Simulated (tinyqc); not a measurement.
Capacitance measurement on a leaky thin oxide: effects of series resistance and leakage: one step of the calculation.

The device is a capacitance C in parallel with a leakage conductance G, in series with Rs and Ls. An impedance meter reports either a parallel pair (Cp, Gp) from Y = 1/Z = Gp + i w Cp or a series pair (Cs, Rm) from Z = Rm + 1/(i w Cs); w = 2 pi f, dissipation D = Gp/(w |Cp|).

Question. True capacitance and conductance. EOT = 3.9 tox/eox; CET = EOT + zc + zp; C = 3.9 eps0 A/CET; G = Jg A/Vs.

Parameters, values chosen for the exercise; values of the order met in thin-oxide MOS capacitors: relative permittivity of the gate insulator (close to silicon dioxide) eox = 3.9; insulator thickness tox = 2.8 nm; gate area A = 2500 um^2; oxide-equivalent thickness added by the accumulation layer zc = 0.31 nm; oxide-equivalent thickness added by gate depletion zp = 0.21 nm; gate leakage current density, not matched to the thickness Jg = 0.0085 A/cm^2; voltage for an e-fold rise of the leakage Vs = 0.45 V.

Constants: eps0 = 8.8541878128e-14 F/cm where lengths are in cm. Results are converted to the units shown.

Give: EOT; CET; C; G.

Answer.

EOT = 2.800 nm
CET = 3.320 nm
C = 26.00 pF
G = 0.4722 uS

Computed by the program tinyqc: `OMP_NUM_THREADS=1 python tinyqc.py 2022154 2022155 out.jsonl`, one thread of a shared Intel Xeon 2.30GHz, about 0.01 s for the whole run.
